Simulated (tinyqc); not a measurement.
Inside a calculation. Method: CIS and TDHF on RHF in the 3-21g basis, for H3+, spin multiplicity 1. One step of it, computed by the program tinyqc.

Problem. CIS matrix, singlets. A(ia,jb) = (e_a - e_i) d_ij d_ab + 2 (ia|jb) - (ij|ab).

orbital energies (hartree): MO1 -1.278012, MO2 -0.156589, MO3 -0.156523, MO4 0.363118, MO5 0.946239, MO6 0.946435

Two-electron integrals over orbitals (pq|rs), unique and non-zero (hartree):
```
(11|11) 0.720179    (21|21) 0.084723    (22|11) 0.484731    (22|22) 0.437074
(31|11) 0.000021    (31|22) -0.032817   (31|31) 0.084705    (32|21) -0.032827
(32|32) 0.032036    (33|11) 0.484710    (33|22) 0.373004    (33|31) 0.032816
(33|33) 0.437043    (41|11) 0.152952    (41|22) 0.050887    (41|31) 0.000008
(41|33) 0.050876    (41|41) 0.077086    (42|21) -0.020356   (42|32) 0.011863
(42|42) 0.039376    (43|11) 0.000009    (43|22) 0.011867    (43|31) -0.020368
(43|33) -0.011859   (43|41) 0.000008    (43|43) 0.039386    (44|11) 0.502628
(44|22) 0.392562    (44|31) 0.000018    (44|33) 0.392561    (44|41) 0.068358
(44|43) -2.16e-06   (44|44) 0.406900    (51|21) -0.079951   (51|32) 0.031358
(51|42) -0.013818   (51|51) 0.111735    (52|11) -0.165101   (52|22) -0.081014
(52|31) 0.028189    (52|33) -0.064378   (52|41) -0.064528   (52|43) 0.005316
(52|44) -0.077952   (52|52) 0.092209    (53|21) 0.028191    (53|32) -0.008310
(53|42) 0.005324    (53|51) -0.039851   (53|53) 0.020698    (54|21) -0.070311
(54|32) 0.027337    (54|42) 0.014125    (54|51) 0.075495    (54|53) -0.026109
(54|54) 0.072652    (55|11) 0.636532    (55|22) 0.486452    (55|31) -0.063478
(55|33) 0.417517    (55|41) 0.130889    (55|43) -0.002166   (55|44) 0.461733
(55|52) -0.174825   (55|55) 0.668118    (61|11) -0.000012   (61|22) 0.031363
(61|31) -0.079945   (61|33) -0.031353   (61|41) -0.000008   (61|43) -0.013807
(61|44) -0.000011   (61|52) -0.039861   (61|55) 0.083680    (61|61) 0.111749
(62|21) 0.028207    (62|32) -0.008318   (62|42) 0.005322    (62|51) -0.039869
(62|53) 0.019304    (62|54) -0.026123   (62|62) 0.020711    (63|11) -0.165095
(63|22) -0.064383   (63|31) -0.028198   (63|33) -0.080994   (63|41) -0.064525
(63|43) -0.005320   (63|44) -0.077951   (63|52) 0.052200    (63|55) -0.114566
(63|61) 0.039857    (63|63) 0.092192    (64|11) -0.000014   (64|22) 0.027334
(64|31) -0.070300   (64|33) -0.027329   (64|41) -0.000007   (64|43) 0.014132
(64|44) -0.000015   (64|52) -0.026114   (64|55) 0.063537    (64|61) 0.075502
(64|63) 0.026117    (64|64) 0.072649    (65|21) -0.063512   (65|32) 0.034467
(65|42) -0.002181   (65|51) 0.083691    (65|53) -0.030126   (65|54) 0.063554
(65|62) -0.030141   (65|65) 0.073241    (66|11) 0.636583    (66|22) 0.417554
(66|31) 0.063493    (66|33) 0.486434    (66|41) 0.130910    (66|43) 0.002184
(66|44) 0.461768    (66|52) -0.114592   (66|55) 0.521735    (66|61) -0.083676
(66|63) -0.174825   (66|64) -0.063540   (66|66) 0.668173
```

Give: CIS matrix A, singlet.

Solution.

CIS matrix A, singlet (hartree), lower triangle:
```
       1>2    1>3    1>4    1>5    1>6
1>2  0.806
1>3  0.000  0.806
1>4  0.000  0.000  1.293
1>5  0.005  0.000  0.000  1.811
1>6  0.000  0.005  0.000  0.000  1.811
```
